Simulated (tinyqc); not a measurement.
Koster-Slater impurity in a tight-binding band, by Green functions and by supercells: one step, computed by the program tinyqc. Command: `OMP_NUM_THREADS=1 python tinyqc.py 3002803 3002804 out.jsonl kosterslater walk`. One thread of a shared host (Intel(R) Xeon(R) Processor @ 2.30GHz), about 0.04 s of CPU time with the checks.

One orbital per site, e(k) = -2 t sum cos(k_i) over 3 direction(s), band from -6 t to 6 t, lattice constant 1. One site has the extra energy U. Spin is left out.

Question. The level in the supercell. In a periodic cell of N sites along each direction with Bloch vector K, the level solves 1/U = N^-d sum_k 1/(E - e(k)), k_i = (2 pi m_i + K_i)/N, m_i = 0..N-1; the outermost root on the side of U is taken (bisection). d is the number of directions. Gamma means K_i = 0, the zone corner K_i = pi, the quarter point K_i = pi/2. The error is measured against the isolated level E_b.

Inputs (values chosen for the exercise, for a model band): hopping t = 1.1 eV; impurity potential U = 6.17 eV; supercell edge N = 2 sites.

Lattice: simple cubic.

level E_b = 7.491614 eV

Give: level at Gamma; level at the corner; level at the quarter point; error at Gamma; width between Gamma and the corner.

Answer.

level at Gamma = 8.6453 eV

level at the corner = 6.17 eV

level at the quarter point = 7.4017 eV

error at Gamma = 1.1537 eV

width between Gamma and the corner = 2.4753 eV

Images turn the level into a band 2.48 eV wide; the quarter point misses the isolated level by -0.090 eV, far less than Gamma, because the leading hopping between images averages out there.
